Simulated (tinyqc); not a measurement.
## Well width from the intersubband spacing

Question. In an empty well of width L and depth Vb, level k solves kw L/2 = (k - 1) pi/2 + arctan(sqrt((mw/mb)(Vb - E)/E)) with kw = sqrt(mw E/C), C = hbar^2/(2 m0). Find L, E1 and E2 from the spacing.

Inputs (values chosen for the exercise); material values those of a made-up well:
- mw = 1.11 m0 (mass along z in the well)
- mb = 1.1 m0 (mass along z in the barriers)
- Vb = 0.175 eV (barrier height)

Constants: q = 1.602176634e-19 C, hbar = 1.054571817e-34 J s, m0 = 9.1093837015e-31 kg, hbar^2/(2 m0) = 0.0380998212 eV nm^2. Results are converted to the units shown.

E2 - E1 = 38.371557 meV

Answer. Both levels are solved for trial widths until their difference matches. A second level is bound only for L above 1.39 nm, and over that range one width gives this spacing.

L = 4.20 nm
E1 = 13.1 meV
E2 = 51.4 meV

Program tinyqc, `OMP_NUM_THREADS=1 python tinyqc.py 2140008 2140009 out.jsonl`; Intel Xeon 2.30GHz, shared host, one thread, about 0.1 s.
